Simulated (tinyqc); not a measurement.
Precursor delivery by bubblers, mass-transport growth and the solid composition of a III-V alloy: one step, computed by the program tinyqc.

1 sccm = 44.615 micromol/min; 1 torr = 133.322 Pa. The sources decompose fully at the surface.

Problem. Mass transport. Mean velocity u = (F_t/A)(760/p)(T/273); D = D0 (T/273)^1.75 (760/p); boundary layer delta = sqrt(pi D z/u); flux = D dp/(delta k_B T); growth rate = flux x a^3/4.

Inputs (values chosen for the exercise, modelled on trimethylgallium (source 1) and trimethylindium (source 2) for the vapour pressures):
```
quantity,value,unit
total flow F_t,17,slm
reactor pressure p,76,torr
growth temperature T,830,K
diffusivity at 273 K and 760 torr,0.4,cm^2/s
flow cross-section A,63,cm^2
distance from the leading edge z,5.8,cm
lattice constant a,5.91,angstrom
```

Constants: k_B = 1.380649e-23 J/K.

Give: velocity u; D; boundary layer delta; growth rate per torr of group III.

Solution.

velocity u = 136.7 cm/s

D = 28.00 cm^2/s

boundary layer delta = 1.932 cm

growth rate per torr of group III = 313.3 micrometre/(h torr)
